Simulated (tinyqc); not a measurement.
# Inputs raised by 10 %, one at a time

Model: grain growth, pinning, strength and diffusional creep of a polycrystal or thin film. Computed by tinyqc, a small Python program. Command: `OMP_NUM_THREADS=1 python tinyqc.py 3019698 3019699 out.jsonl grain sens`. One thread of a shared host (Intel(R) Xeon(R) Processor @ 2.30GHz), about 0.01 s of CPU time with the checks.

One mean grain size d describes the structure.

Inputs (values chosen for the exercise, modelled on nickel): shear modulus G = 80.9 GPa; Burgers vector b = 2.492 angstrom; atomic volume Omega = 10.94 angstrom^3; boundary energy gamma = 0.87 J/m^2; mobility prefactor M0 = 1.6e-05 m^4/(J s); activation energy of boundary motion Q_m = 1.54 eV; anneal temperature T = 705 K; anneal time t = 100 s; initial grain size d0 = 35 nm; particle volume fraction f = 0.013; particle radius r = 8.4 nm; friction stress sigma_0 = 30 MPa; Hall-Petch slope k_y = 0.16 MPa m^0.5; lattice diffusion energy Q_l = 2.93 eV; boundary diffusion energy Q_b = 1.24 eV; lattice prefactor D0 = 4.9e-05 m^2/s; boundary prefactor delta D0b = 6.5e-15 m^3/s; applied stress sigma = 19 MPa; service temperature T_c = 735 K.

Sample: bulk.

Constants: k_B = 8.617333262e-05 eV/K; k_B = 1.380649e-23 J/K.

Method:
- M = M0 exp(-Q_m/(k_B T)). The driving pressure is 2 gamma/d. Zener pinning pressure 3 f gamma/(2 r) stops growth at d_Z = 4 r/(3 f). The limit is d_lim = d_Z.
- dd/dt = 2 M gamma (1/d - 1/d_lim) integrates to 2 M gamma t = d_lim (d0 - d) + d_lim^2 ln[(d_lim - d0)/(d_lim - d)]; without pinning d^2 = d0^2 + 4 M gamma t.
- Hall-Petch term k_y/sqrt(d). Orowan term 3.06 x 0.4 G b ln(2 rbar/b)/(pi lambda sqrt(1 - nu)) with nu = 1/3, rbar = sqrt(2/3) r, lambda = rbar (sqrt(pi/f) - 2). The terms are added to sigma_0.
- Nabarro-Herring rate = 14 sigma Omega D_l/(k_B T d^2), D_l = D0 exp(-Q_l/(k_B T)); Coble rate = 14 pi sigma Omega delta D_b/(k_B T d^3), delta D_b = delta D0b exp(-Q_b/(k_B T)); they are equal at d_x = pi delta D_b/D_l.

Runs:
```
input moved                            from        to  grain size d (nm)  yield stress (MPa)  Orowan term (MPa)  crossover size d_x (micrometre)
base run                                  -         -             215.16              789.97             415.04                       1.6141e+08
boundary energy gamma (J/m^2)          0.87     0.957             224.41              782.79             415.04                       1.6141e+08
mobility prefactor M0 (m^4/(J s))   1.6e-05  1.76e-05             224.41              782.79             415.04                       1.6141e+08
anneal temperature T (K)                705     775.5             545.17              661.74             415.04                       1.6141e+08
initial grain size d0 (nm)               35      38.5             215.63              789.60             415.04                       1.6141e+08
Hall-Petch slope k_y (MPa m^0.5)       0.16     0.176             215.16              824.47             415.04                       1.6141e+08
boundary diffusion energy Q_b (eV)     1.24     1.364             215.16              789.97             415.04                       2.2787e+07
applied stress sigma (MPa)               19      20.9             215.16              789.97             415.04                       1.6141e+08
```

Exponents ln(y'/y) / ln(x'/x):
```
input                          grain size d  yield stress  Orowan term  crossover size d_x
boundary energy gamma                 0.441        -0.096            0               0.000
mobility prefactor M0                 0.441        -0.096            0               0.000
anneal temperature T                  9.754        -1.858            0               0.000
initial grain size d0                 0.023        -0.005            0               0.000
Hall-Petch slope k_y                  0.000         0.448            0               0.000
boundary diffusion energy Q_b         0.000         0.000            0             -20.541
applied stress sigma                  0.000         0.000            0               0.000
```

To which inputs is each result most sensitive?

Among the inputs moved here: grain size d answers most in size to anneal temperature T (exponent +9.754), next to boundary energy gamma (+0.441); its exponent is below 0.0005 for Hall-Petch slope k_y, boundary diffusion energy Q_b, applied stress sigma. Yield stress answers most in size to anneal temperature T (exponent -1.858), next to Hall-Petch slope k_y (+0.448); its exponent is below 0.0005 for boundary diffusion energy Q_b, applied stress sigma. Orowan term hardly depends on these (all exponents below 0.005). Crossover size d_x answers most in size to boundary diffusion energy Q_b (exponent -20.541); its exponent is below 0.0005 for boundary energy gamma, mobility prefactor M0, anneal temperature T, initial grain size d0, Hall-Petch slope k_y, applied stress sigma.

Caution (rows base run, boundary energy gamma, mobility prefactor M0, initial grain size d0, Hall-Petch slope k_y, boundary diffusion energy Q_b, applied stress sigma): T_c is above the anneal temperature, so the grains would go on growing in service.

Extremes, crossings and ranges named in words are read from the listed rows.
